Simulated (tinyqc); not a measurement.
## Voltage acceleration of oxide breakdown, four models on the same data: effect of the use temperature

Field E = V/tox in MV/cm. Models: ln(t63/1 s) = a - c X with X = E (E model), -1/E (1/E model), ln V (power law, c the exponent n) or sqrt(E).

With a and c fitted to the stress data, the voltage for ten years solves a - c X + ln(temperature factor times ks) = ln 3.15576e8; temperature factor exp[(Ea q/kB)(1/Tu - 1/Ts)].

Inputs (values chosen for the exercise):
- tox = 5.9 nm (oxide thickness)
- Ts = 398 K (stress temperature)
- Ea = 0.97 eV (activation energy)
- ks = 4.8e-5 (factor for area and percentile)

Constants: q = 1.602176634e-19 C, kB = 1.380649e-23 J/K. Results are converted to the units shown.

```
model         c         a
E       4.82396   50.0917
1/E     330.816  -30.2599
power   40.1005   73.5306
sqrt E  27.8437   90.1567
```

Effect of the use temperature:
columns A: Tu (K); B: temperature factor; C: V for ten years, E (V); D: V for ten years, 1/E (V); E: V for ten years, power (V); F: V for ten years, sqrt E (V)
```
A          B      C      D      E      F
273  4.208e5  4.101  4.168  4.140  4.122
298  1.324e4  3.678  3.882  3.797  3.743
328    418.2  3.255  3.632  3.484  3.384
358    23.57  2.903  3.448  3.243  3.098
378    4.466  2.700  3.349  3.111  2.939
398    1.000  2.517  3.265  2.997  2.799
423   0.1880  2.312  3.176  2.875  2.647
```

The temperature factor falls from 4.21e5 to 0.188, and the allowed voltage by 43.6 % in the E model and 23.8 % in the 1/E model: the steeper a model is near use conditions, the less voltage a given factor in time costs.

Range of the model: All four laws are empirical fits; none is established far below the stress range.

Program tinyqc, `OMP_NUM_THREADS=1 python tinyqc.py 2070129 2070130 out.jsonl`; Intel Xeon 2.30GHz, shared host, one thread, about 0.01 s.
